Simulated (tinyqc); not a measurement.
Worked calculation: Pariser-Parr-Pople SCF with singles CI, for the molecule c1c[cH+]ccnc1 (SMILES; centres numbered as the heavy atoms are written). One step of it, computed by the program tinyqc.

Problem. Singles CI, singlets. Over the 6 single excitations with the smallest orbital gaps: A = (e_a - e_i) delta + 2 (ia|jb) - (ij|ab), with (pq|rs) = sum c_mp c_mq gamma_mn c_nr c_ns. f = 2/3 w |mu|^2 in atomic units, mu = sqrt2 sum c_ia sum_m c_mi c_ma R_m.

orbital energies (eV): -21.226764  -18.745522  -17.922449  -8.253250  -7.674191  -3.511288  -3.412628

coefficients:
```
         MO1        MO2        MO3        MO4        MO5        MO6        MO7
1C  0.329418  -0.234382  -0.538910   0.463002  -0.183964  -0.349041  -0.419621
2C  0.298647  -0.507049  -0.257829  -0.369698  -0.412238   0.129875   0.513567
3C  0.298539  -0.506766   0.258464  -0.369932   0.412107   0.131838  -0.513026
4C  0.329215  -0.233820   0.539246   0.462977   0.184216  -0.350638   0.418246
5C  0.389170   0.205860   0.377797   0.213155  -0.544225   0.511150  -0.246062
6N  0.549346   0.540245  -0.000166  -0.454961  -0.000111  -0.446502  -0.000832
7C  0.389295   0.205522  -0.377862   0.212913   0.544305   0.510231   0.247982
```

repulsion gamma_rs (eV):
```
           1C         2C         3C         4C         5C         6N         7C
1C  11.130000   7.555349   5.079327   4.233299   4.233299   5.131630   7.555349
2C   7.555349  11.130000   7.553271   5.078313   4.233184   4.263755   5.080158
3C   5.079327   7.553271  11.130000   7.552663   5.078555   4.263282   4.233612
4C   4.233299   5.078313   7.552663  11.130000   7.553862   5.130835   4.233184
5C   4.233299   4.233184   5.078555   7.553862  11.130000   7.727912   5.078313
6N   5.131630   4.263755   4.263282   5.130835   7.727912  12.300000   7.728564
7C   7.555349   5.080158   4.233612   4.233184   5.078313   7.728564  11.130000
```

Centres (angstrom, eV; a flat drawing with bonds scaled to 1.40 angstrom):

| centre | x | y | core charge z | W | gamma_rr |
|---|---|---|---|---|---|
| 1C | 1.613000 | 0.000000 | 1 | 11.160000 | 11.130000 |
| 2C | 1.006000 | 1.261000 | 1 | 11.160000 | 11.130000 |
| 3C | -0.359000 | 1.573000 | 1 | 11.160000 | 11.130000 |
| 4C | -1.454000 | 0.700000 | 1 | 11.160000 | 11.130000 |
| 5C | -1.454000 | -0.700000 | 1 | 11.160000 | 11.130000 |
| 6N | -0.359000 | -1.573000 | 1 | 14.100000 | 12.300000 |
| 7C | 1.006000 | -1.261000 | 1 | 11.160000 | 11.130000 |

Give: singlet CI matrix; singlet excitation energies; oscillator strengths.

Solution.

singlet CI matrix (eV):
```
        3>4    3>5    2>4     2>5    1>4     1>5
3>4   5.211  0.000  0.000  -1.215  0.000  -0.163
3>5   0.000  5.590  1.140   0.000  0.212   0.000
2>4   0.000  1.140  5.868   0.000  0.069   0.000
2>5  -1.215  0.000  0.000   6.137  0.000  -0.012
1>4   0.000  0.212  0.069   0.000  7.738   0.000
1>5  -0.163  0.000  0.000  -0.012  0.000   8.138
```

singlet excitation energies (eV): 4.368  4.576  6.836  6.969  7.783  8.149

oscillator strengths: 0.067  0.005  1.388  1.356  0.090  0.094
